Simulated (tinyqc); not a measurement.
Trap-assisted generation and recombination current of an abrupt junction: one step, computed by the program tinyqc.

Depletion approximation, flat quasi-Fermi levels across the depleted layer, long neutral regions with minority lifetimes tau_n and tau_p, full ionisation and Boltzmann statistics. Voltages in exponents stand for e V.

Question. Depleted layer under reverse bias. W = sqrt(2 eps eps_0 (V_bi - V)(1/N_A + 1/N_D)/e), x_p = W N_D/(N_A + N_D), x_n = W - x_p, peak field F_m = 2 (V_bi - V)/W; reverse bias means V = -V_r.

Inputs (values chosen for the exercise, with bands and screening modelled on GaAs):
```
quantity                   value   unit
electron mass m_e         0.0646    m_0
valleys M_c                    1      -
dielectric constant eps     12.7      -
acceptor density N_A     1.1e+15  cm^-3
donor density N_D        4.9e+18  cm^-3
reverse bias V_r             2.4      V
temperature T                300      K
```

Field enhancement: Hurkx tunnelling factor.

V_bi = 1.259494 V

Constants: eps_0 = 8.8541878128e-12 F/m; e = 1.602176634e-19 C.

Give: W; x_p; x_n; peak field F_m.

Answer.

W = 2161 nm

x_p = 2161 nm

x_n = 0.4851 nm

peak field F_m = 33865 V/cm

Caution: one side is doped near or above its effective density of states, so Boltzmann statistics understate V_bi.
